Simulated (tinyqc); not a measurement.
Three-band tight binding of a dichalcogenide monolayer: sweeps and comparisons. A value that a table varies takes the place of the one given here.

Basis dz2, dxy, dx2-y2 on a triangular lattice, nearest neighbours; alpha = kx a/2, beta = sqrt3 ky a/2. h0 = e1 + 2 t0 (cos 2alpha + 2 cos alpha cos beta); h1 = -2 sqrt3 t2 sin alpha sin beta + 2i t1 (sin 2alpha + sin alpha cos beta); h2 = 2 t2 (cos 2alpha - cos alpha cos beta) + 2i sqrt3 t1 cos alpha sin beta; h11 = e2 + 2 t11 cos 2alpha + (t11 + 3 t22) cos alpha cos beta; h22 = e2 + 2 t22 cos 2alpha + (3 t11 + t22) cos alpha cos beta; h12 = sqrt3 (t22 - t11) sin alpha sin beta + 4i t12 sin alpha (cos alpha - cos beta) + i lam sz. H = [[h0, h1, h2], [., h11, h12], [., ., h22]], Hermitian; the lowest band of each spin is filled. K = (4 pi/3a, 0), M = (pi/a, pi/(sqrt3 a)).

Constants: hbar^2/2m0 = 3.80998211 eV angstrom^2.

Values chosen for the exercise (near a published set for monolayer MoS2; shifted at random, so the results belong to these values and not to a real crystal):
- a = 3.19 angstrom (lattice constant)
- e1 = 1.044 eV (level of dz2)
- e2 = 2.085 eV (level of dxy and dx2-y2)
- t0 = -0.182 eV (hopping)
- t1 = 0.404 eV (hopping)
- t2 = 0.513 eV (hopping)
- t11 = 0.216 eV (hopping)
- t12 = 0.343 eV (hopping)
- t22 = 0.057 eV (hopping)
- lam = 0.073 eV (spin-orbit constant)

## Three bands against the two-band Dirac model at K

Masses from central differences along kx with step 0.002 1/angstrom, c = hbar^2/2m0; Berry curvature of the valence band from a counter-clockwise plaquette of side 0.001 1/angstrom, Omega = -arg(product of overlaps)/area. Two-band model: coupling A = (3 a/(2 sqrt2))(t1 + sqrt3 t2) between valence and conduction states, mass c G/A^2 for both, Omega_v = 2 A^2/G^2. sz = 0 drops the spin-orbit term.

At K:

| sz | G (eV) | m_c (m0) | m_v (m0) | two-band mass | Omega_v (angstrom^2) | two-band Omega |
|---|---|---|---|---|---|---|
| 1 | 1.6238 | 0.428 | 0.602 | 0.323 | 14.433 | 14.508 |
| 0 | 1.6968 | 0.451 | 0.655 | 0.338 | 13.218 | 13.286 |
| -1 | 1.7698 | 0.474 | 0.712 | 0.353 | 12.150 | 12.213 |

A = 4.3733 eV angstrom

Without spin-orbit coupling the electron mass is 0.451 and the hole mass 0.655, against 0.338 for both in the two-band model: the third band and the curvature of the diagonal terms break the symmetry. The Berry curvature is -0.5 % from the two-band value. The smaller gap (sz = +1) has the larger curvature, by a factor 1.19.

## All hoppings scaled

The six hoppings are multiplied by f; e1, e2 and lam stay (real strain also moves e1 and e2, so this is no model of it). Closed forms: Ev(K) = e2 - (3/2)(t11 + t22) - 3 sqrt3 t12 + lam, Ec(K) = e1 - 3 t0, Ev(Gamma) = e1 + 6 t0.

Gaps (eV):

| f | direct gap at K | Ev(K) - Ev(Gamma) | Ec(K) - top of valence band |
|---|---|---|---|
| 0.85 | 1.2131 | 0.1792 | 1.2131 |
| 0.90 | 1.3500 | 0.1242 | 1.3500 |
| 0.94 | 1.4595 | 0.0802 | 1.4595 |
| 0.97 | 1.5416 | 0.0472 | 1.5416 |
| 1.00 | 1.6238 | 0.0142 | 1.6238 |
| 1.03 | 1.7059 | -0.0188 | 1.6871 |
| 1.06 | 1.7880 | -0.0518 | 1.7363 |
| 1.10 | 1.8976 | -0.0958 | 1.8018 |

The direct gap changes by +27.4 meV for each per cent of f. The top of the valence band passes between Gamma and K at f = 1.013; where it is at Gamma the gap to Ec(K) is indirect.

## What each parameter does

Spin up: gap at K, Ev(K) - Ev(Gamma), and masses at K by central differences along kx with step 0.002 1/angstrom, c = hbar^2/2m0. Each row changes one parameter from the base and keeps the others.

Results:

| case | gap at K (eV) | K - Gamma (eV) | m_c (m0) | m_v (m0) |
|---|---|---|---|---|
| base | 1.6238 | 0.0142 | 0.428 | 0.602 |
| t2 = 0.483 eV | 1.6238 | 0.0142 | 0.461 | 0.705 |
| lam = 0.103 eV | 1.5938 | 0.0442 | 0.419 | 0.581 |
| t1 = 0.374 eV | 1.6238 | 0.0142 | 0.467 | 0.658 |
| t0 = -0.152 eV | 1.5338 | -0.1658 | 0.385 | 0.543 |
| t12 = 0.373 eV | 1.7797 | -0.1417 | 0.477 | 0.779 |
| e2 = 2.115 eV | 1.5938 | 0.0442 | 0.417 | 0.582 |

The largest shifts from the base row, up to three for each result and ties (the steps differ in size, so this ranks the rows, not the parameters). gap at K (eV): t12 +0.1559, t0 -0.0900, e2 -0.0300, lam -0.0300; unchanged at the printed digits by t2 and t1. K - Gamma (eV): t0 -0.1800, t12 -0.1559, e2 +0.0300, lam +0.0300; unchanged at the printed digits by t2 and t1. m_c (m0): t12 +0.049, t0 -0.043, t1 +0.038. m_v (m0): t12 +0.177, t2 +0.103, t0 -0.059. t2 and t1 couple dz2 to the other orbitals and vanish at K and Gamma, so only the masses feel them.

Computed by tinyqc, a small Python program: `OMP_NUM_THREADS=1 python tinyqc.py 1451410 1451411 out.jsonl` (the numbers bound the seed that draws the inputs); one thread of a shared host (Intel(R) Xeon(R) Processor @ 2.30GHz), about 0.01 s for the whole set of steps.
